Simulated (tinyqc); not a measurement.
Optical transitions of a finite quantum well: one step. Confinement energies. Three cases, with inputs chosen for the exercise.

Question. Up to three levels for each carrier.

Each carrier sees a square well of width L with its own depth V and masses m (inside), mb (outside); c = hbar^2/2m0, k = sqrt(m E/c), kappa = sqrt(mb (V - E)/c), and level n solves k L + 2 atan[(k/m)/(kappa/mb)] = n pi. The envelope is cos(kz) for odd n and sin(kz) for even n inside, joins exp(-kappa (|z| - L/2)) outside, and is normalised to 1. Excitons and band mixing are left out.

Constants: hbar^2/2m0 = 3.80998211 eV angstrom^2.

Case 1.

Values chosen (near those of a GaAs well in AlGaAs; shifted at random, so the results belong to these values and not to a real crystal): L = 150 angstrom (well width); Eg = 1.519 eV (gap of the well); Vc = 0.219 eV (conduction offset); Vv = 0.119 eV (valence offset); me = 0.0682 m0 (electron, well); meb = 0.0894 m0 (electron, barrier); mh = 0.36 m0 (heavy hole along z, well); mhb = 0.391 m0 (heavy hole, barrier); ml = 0.0913 m0 (light hole along z, well); mlb = 0.1083 m0 (light hole, barrier).

Case 2.

Values chosen (near those of a GaAs well in AlGaAs; shifted at random, so the results belong to these values and not to a real crystal): L = 146 angstrom (well width); Eg = 1.54 eV (gap of the well); Vc = 0.251 eV (conduction offset); Vv = 0.135 eV (valence offset); me = 0.0662 m0 (electron, well); meb = 0.0927 m0 (electron, barrier); mh = 0.338 m0 (heavy hole along z, well); mhb = 0.417 m0 (heavy hole, barrier); ml = 0.0897 m0 (light hole along z, well); mlb = 0.1104 m0 (light hole, barrier).

Case 3.

Values chosen (near those of an InGaAs well in InAlAs; shifted at random, so the results belong to these values and not to a real crystal): L = 79 angstrom (well width); Eg = 0.818 eV (gap of the well); Vc = 0.527 eV (conduction offset); Vv = 0.219 eV (valence offset); me = 0.042 m0 (electron, well); meb = 0.0735 m0 (electron, barrier); mh = 0.377 m0 (heavy hole along z, well); mhb = 0.391 m0 (heavy hole, barrier); ml = 0.0522 m0 (light hole along z, well); mlb = 0.0885 m0 (light hole, barrier).

Give: a table of level, E (eV), k (1/angstrom), kappa (1/angstrom).

Answer.

Case 1.

Levels:
```
level  E (eV)  k (1/angstrom)  kappa (1/angstrom)
e1     0.0158         0.01682             0.06905
e2     0.0628         0.03352             0.06055
e3     0.1382         0.04974             0.04354
hh1    0.0036         0.01851             0.10881
hh2    0.0145         0.03696             0.10358
hh3    0.0323         0.05527             0.09431
lh1    0.0113         0.01643             0.05534
lh2    0.0443         0.03258             0.04608
lh3    0.0948         0.04767             0.02620
```

Case 2.

Levels:
```
level  E (eV)  k (1/angstrom)  kappa (1/angstrom)
e1     0.0172         0.01727             0.07543
e2     0.0683         0.03445             0.06667
e3     0.1513         0.05127             0.04925
hh1    0.0040         0.01889             0.11973
hh2    0.0160         0.03773             0.11410
hh3    0.0360         0.05647             0.10412
lh1    0.0122         0.01692             0.05966
lh2    0.0480         0.03360             0.05022
lh3    0.1035         0.04936             0.03022
```

Case 3.

Levels:
```
level  E (eV)  k (1/angstrom)  kappa (1/angstrom)
e1     0.0696         0.02770             0.09393
e2     0.2789         0.05545             0.06918
hh1    0.0115         0.03380             0.14591
hh2    0.0458         0.06732             0.13332
hh3    0.1013         0.10013             0.10989
lh1    0.0453         0.02491             0.06352
lh2    0.1754         0.04902             0.03182
```

Computed by tinyqc, one run a case: `OMP_NUM_THREADS=1 python tinyqc.py N N+1 out.jsonl` with N = 1281243, 1281751, 1281770; one thread of a shared Intel(R) Xeon(R) Processor @ 2.30GHz, about 0.1 s a run at most.
